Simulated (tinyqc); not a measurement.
Inside a calculation. Model: self-consistent Fermi level with native defects, at growth and after a quench. Computed by tinyqc, a small Python program that keeps every step. Command: `OMP_NUM_THREADS=1 python tinyqc.py 3031868 3031869 out.jsonl scfermi walk`. One thread of a shared host (Intel(R) Xeon(R) Processor @ 2.30GHz), about 0.07 s of CPU time with the checks. Intermediate numbers are printed to about 6 digits and carried at full precision; extremes and crossings named in words are read from the listed rows.

Energies are counted from the top of the valence band (VBM); when the gap shrinks with temperature the conduction band moves and the levels stay. The added dopant is taken as fully ionised. D and A draw on one reservoir with opposite signs, as the two vacancies of a compound do.

Inputs (values chosen for the exercise, with bands modelled on InP):

| quantity | value | unit |
|---|---|---|
| gap E_g at 300 K | 1.34 | eV |
| slope -dE_g/dT above 300 K | 0.00027 | eV/K |
| electron mass m_e | 0.0799 | m_0 |
| valleys M_c | 1 | - |
| hole mass m_h | 0.599 | m_0 |
| E_f of the neutral native donor D | 2.021 | eV |
| E_f of the neutral native acceptor A | 2.41 | eV |
| shift s of the chemical potential | 0.022 | eV |
| site density N_s | 3.3e+22 | cm^-3 |
| dopant density N_X | 5.7e+19 | cm^-3 |
| growth temperature T_g | 941 | K |
| temperature of use T | 200 | K |

Added shallow dopant: acceptor.

levels of D above the VBM, most positive state first (eV): 0.654  0.896

levels of A above the VBM, (0/-1) first (eV): 0.193  0.227  0.765

Constants: m_0 = 9.1093837015e-31 kg; k_B = 1.380649e-23 J/K; h = 6.62607015e-34 J s; k_B = 8.617333262e-05 eV/K.

## Formation energies at E_F = 0

E_f(D, 0) = input + s and E_f(A, 0) = input - s; E_f(q, E_F = 0) follows from the levels, eps(q/q-1) = E_f(q - 1) - E_f(q) at E_F = 0.

E_f(q, E_F = 0) (eV): D(+2) 0.493, D(+1) 1.147, D(0) 2.043, A(0) 2.388, A(-1) 2.581, A(-2) 2.808, A(-3) 3.573

## Bands at growth

E_g(T) = E_g - slope x max(0, T - 300 K). N_c = 2 M_c (2 pi m_e k_B T/h^2)^(3/2) and N_v = 2 (2 pi m_h k_B T/h^2)^(3/2), masses in units of m_0. At growth T = T_g.

E_g(T_g) = 1.16693 eV

N_c(T_g) = 3.14843e+18 cm^-3

N_v(T_g) = 6.46271e+19 cm^-3

k_B T_g = 0.0810891 eV

## Charges across the gap at T_g

n = N_c F_1/2((E_F - E_g)/k_B T), p = N_v F_1/2(-E_F/k_B T). F_1/2(eta) = (2/sqrt(pi)) int_0^infinity sqrt(x)/(1 + exp(x - eta)) dx, by the trapezoid rule in t = sqrt(x) with step 0.02 up to t = 12 (for eta < -12 by exp(eta) - exp(2 eta)/2^(3/2)). In equilibrium c_q = N_s exp(-(E_f(q, 0) + q E_F)/k_B T). Net charge = p - n + sum q c_q - N_X; the log ratio is ln(positive charge/negative charge). Entries near or above N_s lie outside the dilute limit and only show that E_F cannot go there.

Densities (cm^-3):

| E_F (eV) | n | p | charge on D | charge on A | log ratio |
|---|---|---|---|---|---|
| 0.058 | 3.62178e+12 | 2.72526e+19 | 3.61427e+19 | 1.26600e+09 | 0.1063 |
| 0.233 | 3.13459e+13 | 3.58112e+18 | 4.83691e+17 | 2.77080e+10 | -2.6407 |
| 0.408 | 2.71286e+14 | 4.20980e+17 | 6.59435e+15 | 1.51725e+12 | -4.8927 |
| 0.583 | 2.34740e+15 | 4.87400e+16 | 1.03873e+14 | 1.23528e+14 | -7.0622 |
| 0.759 | 2.05265e+16 | 5.56382e+15 | 3.16339e+12 | 1.94839e+16 | -9.2347 |
| 0.934 | 1.74609e+17 | 6.42873e+14 | 2.51082e+11 | 7.96061e+18 | -11.5256 |
| 1.109 | 1.32866e+18 | 7.42792e+13 | 2.74831e+10 | 4.81126e+21 | -17.9981 |

## Equilibrium at growth

E_F is the root of the log ratio, by 50 bisections between -0.5 eV and E_g + 0.5 eV.

E_F at growth = 0.0637289 eV

n at growth = 3.88691e+12 cm^-3

p at growth = 2.56191e+19 cm^-3

Defects at growth:

| state | E_f (eV) | c (cm^-3) |
|---|---|---|
| D(+2) | 0.62046 | 1.56850e+19 |
| D(+1) | 1.21073 | 1.08176e+16 |
| D(0) | 2.04300 | 3.77293e+11 |
| A(0) | 2.38800 | 5.35721e+09 |
| A(-1) | 2.51727 | 1.08791e+09 |
| A(-2) | 2.68054 | 1.45261e+08 |
| A(-3) | 3.38181 | 2.54862e+04 |

total D = 1.56959e+19 cm^-3

total A = 6.59041e+09 cm^-3

The largest part of the positive charge comes from charged D (55 %) and that of the negative charge from the dopant (100 %).

## After the quench to T

After a quench the totals of D and A stay as grown, and each is shared among its charge states with weights exp(-(E_f(q, 0) + q E_F)/k_B T).

E_F after the quench = -0.0474772 eV

n after the quench = 3.36022e-18 cm^-3

p after the quench = 2.56083e+19 cm^-3

Frozen defects:

| state | c (cm^-3) | share of its total |
|---|---|---|
| D(+2) | 1.56959e+19 | 1.00000e+00 |
| D(+1) | 3.30626e+01 | 2.10645e-18 |
| D(0) | 5.55593e-23 | 3.53974e-42 |
| A(0) | 6.59040e+09 | 9.99999e-01 |
| A(-1) | 5.74317e+03 | 8.71445e-07 |
| A(-2) | 6.96033e-04 | 1.05613e-13 |
| A(-3) | 2.33940e-24 | 3.54970e-34 |

The material is p-type with 2.56e19 carriers per cm^3. Carriers of the sign that the dopant should give amount to 45 % of its density.

## Slow cooling against a quench

Each E_F by bisection; full equilibrium lets the defects form and vanish at every T.

Two histories (densities in cm^-3):

| T (K) | E_F, equilibrium (eV) | n | p | all defects | E_F, frozen (eV) | n, frozen | p, frozen |
|---|---|---|---|---|---|---|---|
| 790 | 0.0193475 | 6.35472e+10 | 3.02310e+19 | 1.33851e+19 | 0.0328434 | 7.74806e+10 | 2.56100e+19 |
| 640 | -0.0221295 | 1.75217e+08 | 3.76863e+19 | 9.65688e+18 | 0.0055235 | 2.89290e+08 | 2.56084e+19 |
| 500 | -0.0558384 | 3.63940e+04 | 4.75382e+19 | 4.73092e+18 | -0.0163496 | 9.10037e+04 | 2.56083e+19 |
| 350 | -0.0791967 | 4.09893e-03 | 5.59967e+19 | 5.01640e+17 | -0.0350176 | 1.77346e-02 | 2.56083e+19 |
| 200 | -0.0872629 | 3.34052e-19 | 5.69994e+19 | 3.11398e+14 | -0.0474772 | 3.36022e-18 | 2.56083e+19 |

At 200 K equilibrium would leave 3.11e14 defects per cm^3 against 1.57e19 frozen in, and E_F differs by +0.040 eV. The majority density of the quenched sample is 0.45 times the equilibrium one. Real samples lie between, set by the temperature at which diffusion stops.

Checks made by the program: neutrality at growth (relative difference below 1e-10).
